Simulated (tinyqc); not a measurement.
From T_c back to z J_AA: two-sublattice mean-field magnet: ferrimagnet, compensation points and susceptibility. Computed by tinyqc, a small Python program. Command: `OMP_NUM_THREADS=1 python tinyqc.py 3006417 3006418 out.jsonl ferri inv`. One thread of a shared host (Intel(R) Xeon(R) Processor @ 2.30GHz), about 0.02 s of CPU time with the checks.

A random alloy A(1-x)B(x) with H = -sum over pairs J S_i.S_j. a = <S_A> and b = <S_B> are taken along z, a > 0. Exchange fields: h_A = (1 - x) zJ_AA a + x zJ_AB b, h_B = (1 - x) zJ_AB a + x zJ_BB b; a = S_A B_(S_A)(S_A h_A/(k_B T)) and likewise for b, with the Brillouin function B_S(y) = [(2S + 1)/(2S)] coth[(2S + 1) y/(2S)] - [1/(2S)] coth[y/(2S)].

Inputs (values chosen for the exercise, for a model ferrimagnet):

| quantity | value | unit |
|---|---|---|
| spin S_A | 2 | - |
| spin S_B | 2.5 | - |
| fraction x of B sites | 0.42 | - |
| z J_BB | 2 | meV |
| z J_AB | -5.6 | meV |
| T over T_c | 0.28 | - |

Constants: k_B = 8.617333262e-05 eV/K.

Method. Linearised, T (a, b) = M (a, b) with M_ij = S_i (S_i + 1) c_j zJ_ij/(3 k_B), c_A = 1 - x, c_B = x. T_c is the larger eigenvalue, and its eigenvector gives b/a at onset, (T_c - M_AA)/M_AB.

Problem. A run gave the result below. Find the z J_AA, known to lie between 16 and 42 meV.

T_c = 306.8014 K

Solution.

Each step takes the trial c = (a f_b - b f_a)/(f_b - f_a), f being the result less the target and a, b, c the logarithms of the listed values; c replaces end b, the old b replaces a if the sign of f changed, and otherwise f_a is halved.

Scan of the range:

| z J_AA (meV) | T_c (K) |
|---|---|
| 16.0 | 243.308 |
| 18.8 | 277.195 |
| 22.1 | 318.203 |
| 25.9 | 366.402 |
| 30.4 | 424.378 |
| 35.8 | 494.780 |
| 42.0 | 576.325 |

False position (Illinois rule, in the logarithm of the input) inside the bracket:

| step | end a | end b | trial | T_c (K) |
|---|---|---|---|---|
| 1 | 18.8000 | 22.1000 | 21.1283 | 306.031 |
| 2 | 22.1000 | 21.1283 | 21.1885 | 306.783 |
| 3 | 22.1000 | 21.1885 | 21.1914 | 306.819 |
| 4 | 21.1885 | 21.1914 | 21.1900 | 306.801 |
| 5 | 21.1914 | 21.1900 | 21.1900 | 306.801 |

T_c rises at every point of a 13-point scan of the range (every second point is shown), so one value fits; it is bracketed by 18.8 and 22.1. Answer: z J_AA = 21.19 meV.
